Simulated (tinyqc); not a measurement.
Inside a calculation. Model: gas flow in a process chamber: flow regimes, conductance, effective pumping speed, pump-down, outgassing and purge. Computed by tinyqc, a small Python program that keeps every step. Command: `OMP_NUM_THREADS=1 python tinyqc.py 3120657 3120658 out.jsonl pump walk`. One thread of a shared host (Intel(R) Xeon(R) Processor @ 2.30GHz), about 0.09 s of CPU time with the checks. Intermediate numbers are printed to about 6 digits and carried at full precision; extremes and crossings named in words are read from the listed rows.

Ideal gas, isothermal flow, a pump of constant speed at the end of a round pipe; process gas, volume gas and outgassing are given the same properties. 1 sccm = 101325 Pa x 1e-6 m^3/60 s x T/273.15 K.

Inputs (values chosen for the exercise, modelled on oxygen near room temperature):
```
quantity,value,unit
molar mass M,32,g/mol
molecular diameter,0.36,nm
viscosity eta,20.6,micropascal s
temperature T,350,K
chamber volume V,83,L
wall area,3.5,m^2
pipe diameter d,16,cm
pipe length l,310,cm
pump speed S,380,L/s
process gas flow,7,sccm
outgassing rate after 1 h,4.9e-06,Pa m^3/(s m^2)
outgassing exponent n,0.74,-
starting pressure p0,210,Pa
target base pressure,9e-06,Pa
```

Constants: k_B = 1.380649e-23 J/K; u = 1.6605390666e-27 kg.

## Molecular flow

Mean speed c = sqrt(8 k_B T/(pi m)); aperture conductance C_a = c pi d^2/16; molecular pipe C_m = C_a/(1 + 3 l/(4 d)) (Dushman form); viscous pipe C_v = pi d^4 p_mean/(128 eta l); Knudsen interpolation C = C_v + C_m (1 + x)/(1 + 1.24 x), x = d p_mean sqrt(m/(k_B T))/eta. Effective speed 1/S_eff = 1/S + 1/C_m; time constant V/S_eff; pressure at which the free path k_B T/(sqrt2 pi d_m^2 p) equals d.

mean speed c = 481.223 m/s

C_a = 2418.89 L/s

C_m = 155.743 L/s

S_eff in molecular flow = 110.468 L/s

time constant = 0.751349 s

pressure where the free path equals d = 0.0524519 Pa

The pipe passes on 29 % of the pump speed.

## Process pressure

Steady flow: the pump inlet is at p_2 = Q/S, and the chamber pressure p_1 solves Q = C((p_1 + p_2)/2) (p_1 - p_2). Residence time = p_1 V/Q. Knudsen number = free path at the mean pressure over d.

throughput Q = 15.1471 Pa L/s

p_2 = 0.0398609 Pa

chamber pressure p_1 = 0.137104 Pa

conductance C = 155.765 L/s

residence time = 0.751274 s

Knudsen number = 0.592794

The flow in the pipe is transitional.

## Purging a well-mixed chamber

With steady flow a contaminant decays as exp(-t/residence time); gas used = flow x time.

time to dilute 1e3 times = 5.18962 s

time to dilute 1e6 times = 10.3792 s

gas used for 1e6 = 1.21091 standard cm^3

## Pump-down curve

Pump-down: V dp/dt = -S_eff(p) p + q(t) A, with S_eff = S p_2/p, where p_2 solves C((p + p_2)/2) (p - p_2) = S p_2 at each moment, and q(t) = q_1 (1 h/(t + 10 s))^n; integrated adaptively. At long times p = q(t) A/S_eff. S_eff(p) is tabulated at 260 pressures and interpolated in ln p. Comparison columns: p0 exp(-t/time constant) with the molecular S_eff (0 below 1e-26 p0), and the outgassing limit.

Pressure against time:
```
t (s),p (Pa),S_eff (L/s),volume gas only (Pa),outgassing limit (Pa)
0.3,5.42903e+01,369.674,1.40868e+02,1.18356e-02
1,3.37541e+00,262.020,5.54881e+01,1.12736e-02
3,1.07037e-01,108.760,3.87401e+00,9.96262e-03
10,7.57435e-03,109.035,3.48355e-04,7.24318e-03
30,4.43671e-03,109.558,9.58582e-16,4.33678e-03
100,2.07050e-03,110.016,0,2.05145e-03
300,9.56568e-04,110.253,0,9.52980e-04
1000,3.98191e-04,110.377,0,3.97643e-04
3600,1.55004e-04,110.432,0,1.54930e-04
20000,4.36335e-05,110.458,0,4.36283e-05
100000,1.32640e-05,110.465,0,1.32635e-05
```

From t = 10 s on the pressure is within 20 % of the outgassing limit, which falls only as (t + 10 s)^-0.74: walls, not volume, set the time to base pressure. Early on viscous flow raises S_eff to 370 L/s, 3.3 times its molecular value.

## Time to base pressure

From the outgassing limit: t = 1 h x (q_1 A/(S_eff p_target))^(1/n) - 10 s; monolayer time at the target = 1e19 m^-2 x 4 k_B T/(p c) for unit sticking.

time to the target = 46.9143 h

monolayer time = 44.6296 s

Checks made by the program: throughput from C and the pressure drop (relative difference below 1e-10).
